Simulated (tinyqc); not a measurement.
FCI on RHF in the 6-311g basis, for H-, spin multiplicity 1, step by step. The basis has no diffuse functions, so it cannot describe the extra electron: this is an exercise in the method, not the real anion. One step of it, computed by the program tinyqc.

Problem. FCI: roots. Diagonalise (each vector has its largest component positive (the first on a tie)); all determinants have Ms = 0, so triplets appear too. The lowest singlet root is the correlation energy.

Occupation strings over the orbitals (2 doubly, a alpha, b beta, 0 empty; spin orbitals ordered 1a 1b 2a 2b ...): 200 ab0 a0b ba0 b0a 020 0ab 0ba 002

H - E(HF) between determinants (hartree), lower triangle:
```
           200        ab0        a0b        ba0        b0a        020        0ab       0ba
200   0.000000
ab0   0.000000   0.425104
a0b   0.000000   0.049081   2.463793
ba0   0.000000  -0.102796   0.050137   0.425104
b0a   0.000000   0.050137  -0.077965   0.049081   2.463793
020   0.102796  -0.011476  -0.084884   0.011476   0.084884   0.865049
0ab  -0.050137  -0.084884   0.121542   0.015999  -0.082157   0.046990   2.897017
0ba   0.050137   0.015999  -0.082157  -0.084884   0.121542  -0.046990  -0.106288  2.897017
002   0.077965   0.082157  -0.141426  -0.082157   0.141426   0.106288  -0.123437  0.123437

          002
002  5.242092
```

Give: lowest roots of this matrix, relative to E(HF); lowest vectors; <S^2> of these roots; weight of the ground state by excitation level 0, 1, 2, ....

Solution.

lowest roots of this matrix, relative to E(HF) (hartree): -0.015  0.316  0.520  0.864  2.387  2.470  2.796  3.060

lowest vectors:
```
     root 1  root 2  root 3  root 4
200   0.993   0.000   0.000   0.119
ab0   0.003   0.706   0.706  -0.032
a0b  -0.006  -0.034  -0.002   0.051
ba0  -0.003   0.706  -0.706   0.032
b0a   0.006  -0.034   0.002  -0.051
020  -0.118   0.000   0.046   0.988
0ab   0.018   0.020   0.027  -0.027
0ba  -0.018   0.020  -0.027   0.027
002  -0.012   0.000  -0.024  -0.023
```

<S^2> of these roots: 0.000  2.000  0.000  0.000  2.000  0.000  2.000  0.000

weight of the ground state by excitation level 0, 1, 2, ...: 0.985  0.000  0.015
